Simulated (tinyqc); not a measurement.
Inside a calculation. Method: plane-wave Kohn-Sham cycle with exchange-only LDA in a layered model solid. Computed by tinyqc, a small Python program that keeps every step. Settings: points = 16, plane-wave index or count = 2, electrons = 2, k points = 2, area = 21.0, mixing = 0.8, iteration cap = 71, Kerker q0 = 1.37. Command: `OMP_NUM_THREADS=1 python tinyqc.py 22046 22047 out.jsonl` (the two numbers bound the seeds that draw the settings). One thread of a shared host (Intel(R) Xeon(R) Processor @ 2.60GHz), about 0.03 s of CPU time with the checks.

A solid whose potential varies along x alone (atomic units):
```
parameter                      value
period a                   16.400000
cross-section of the cell  21.000000
electrons per cell                 2
grid points                       16
plane waves -n..n, n               2
k points                           2
V1 in V1 cos(2 pi x/a)     -0.560000
V2 in V2 cos(4 pi x/a)      0.170000
```

Stop when sqrt(dV sum R^2) is below 1e-8, dV = a A/N.

Course of the cycle:
```
iteration  E (hartree)  norm of the residual
1          -0.94177270              1.34e-01
2          -0.87398484              1.18e-01
3          -0.81851011              1.05e-01
4          -0.77363518              9.34e-02
5          -0.73752159              8.36e-02
6          -0.70853763              7.50e-02
7          -0.68530946              6.76e-02
8          -0.66670846              6.10e-02
9          -0.65182122              5.52e-02
10         -0.63991505              4.99e-02
11         -0.63040425              4.52e-02
...                ...                   ...
61         -0.59515313              1.67e-04
62         -0.59515338              1.49e-04
63         -0.59515359              1.34e-04
64         -0.59515377              1.20e-04
65         -0.59515392              1.07e-04
66         -0.59515405              9.60e-05
67         -0.59515416              8.61e-05
68         -0.59515426              7.71e-05
69         -0.59515433              6.91e-05
70         -0.59515440              6.20e-05
71         -0.59515445              5.55e-05
```

Can the last value be used, and what does the course show?

Not by the stop rule, although the second column moves by less than 1e-06 over the last three steps. Not converged within 71 iterations: the residual falls steadily but slowly, by a factor of about 0.90 a step. Reruns (cap 100 unless said): mixing 0.1: not converged; mixing 0.5, Kerker q0 1.0: not converged; mixing 0.3, Pulay depth 5: converged in 23 (E = -0.59515); the original settings with a cap of 400: converged in 152 (E = -0.59515).
